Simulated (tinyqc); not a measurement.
Undoped gate-all-around wire MOSFET, analytic charge model: one step of the calculation.

An undoped round wire of radius R under an insulator shell and a surrounding gate; long channel, electrons only, n = ni exp((psi - V)/Vt) with V the quasi-Fermi potential (0 at the source, Vd at the drain), constant mobility, no quantisation. The radial Poisson equation gives n(r) = n(0)/(1 - (1 - b) r^2/R^2)^2 with b = Q0/(Q + Q0). Q is the electron charge per area of the wire surface.

Task. Charge at the source by Newton steps. With V = 0: f = Q/Cox + Vt ln(Q/Q0) + Vt ln(1 + Q/Q0) - (Vg - V0); f' = 1/Cox + Vt/Q + Vt/(Q + Q0); Q(new) = Q - f/f'.

Inputs (values chosen for the exercise):
```
symbol  value  unit       meaning
T         325     K   temperature
Vg       1.17     V  gate voltage
```

Constants: q = 1.602176634e-19 C, kB = 1.380649e-23 J/K, Vt = kB T/q. Results are converted to the units shown.

Q at the start = 7.6 nC/cm^2
Cox = 1.8245891 uF/cm^2
Q0 = 76.045156 nC/cm^2
V0 = 0.54119668 V

Give: f; f'; Q after iteration 1.

Result.

f = -0.68647 V
f' = 0.0045679 V cm^2/nC
Q after iteration 1 = 157.88 nC/cm^2

tinyqc, about 0.03 s, one thread, Intel Xeon 2.30GHz (shared host): `OMP_NUM_THREADS=1 python tinyqc.py 2460106 2460107 out.jsonl`
